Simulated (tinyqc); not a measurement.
How many levels, and whether to terminate: recursion (Haydock) method for the local density of states: bulk site of a cubic lattice.

One orbital a site at energy 0, hopping -t to the 6 nearest neighbours of a cubic lattice; the start u0 is a site in the bulk, with energy V. Recursion: a_n = <u_n|H|u_n>, b_(n+1) u_(n+1) = (H - a_n) u_n - b_n u_(n-1), b > 0. G(z) = 1/(z - a0 - b1^2/(z - a1 - b2^2/(...))), z = E + i eta. After n levels the tail is b_n^2 T with the square-root terminator T = (z - sqrt(z - 2b) sqrt(z + 2b))/(2 b^2), b = 3t so that the band edges lie at -/+ 6t.

Reference: the closed form for a chain (bulk 1/sqrt(z^2 - 4t^2), end site (z - sqrt(z^2 - 4t^2))/(2t^2)), averaged over 400 points (j + 1/2) pi/400 in each remaining direction with z shifted by 2t cos k, then G/(1 - V G).

Inputs chosen for the exercise: t = 0.88 eV (hopping); V = 0 eV (shift of the starting site); eta = 0.044 eV (broadening).

Energies as fractions of the half width 6t.

Density (1/eV):
```
fraction  E (eV)  2 levels  4 levels  7 levels  7, no terminator  reference
-1.10     -5.808    0.0009    0.0009    0.0009            0.0009     0.0009
-0.90     -4.752    0.0234    0.0254    0.0242            0.0307     0.0244
-0.60     -3.168    0.0696    0.0642    0.0644            0.0090     0.0655
-0.35     -1.848    0.1229    0.1342    0.1350            1.4406     0.1371
-0.15     -0.792    0.1651    0.1631    0.1645            0.0109     0.1606
0.00       0.000    0.1779    0.1622    0.1567            2.2834     0.1605
0.15       0.792    0.1651    0.1631    0.1645            0.0109     0.1606
0.35       1.848    0.1229    0.1342    0.1350            1.4406     0.1371
0.60       3.168    0.0696    0.0642    0.0644            0.0090     0.0655
0.90       4.752    0.0234    0.0254    0.0242            0.0307     0.0244
1.10       5.808    0.0009    0.0009    0.0009            0.0009     0.0009
```

How do the results move, and what explains it?

Largest errors against the reference: 0.0174 (2 levels), 0.0029 (4), 0.0038 (7) and 2.123 without terminator, which leaves seven broadened spikes in place of a band. With seven levels the error is largest at E = -0.79 and 0.79 eV. The error does not fall at every step in the number of levels.

Run: tinyqc, `OMP_NUM_THREADS=1 python tinyqc.py 1481406 1481407 out.jsonl`; Intel(R) Xeon(R) Processor @ 2.30GHz, one thread, shared host; about 0.07 s of CPU time with all checks.
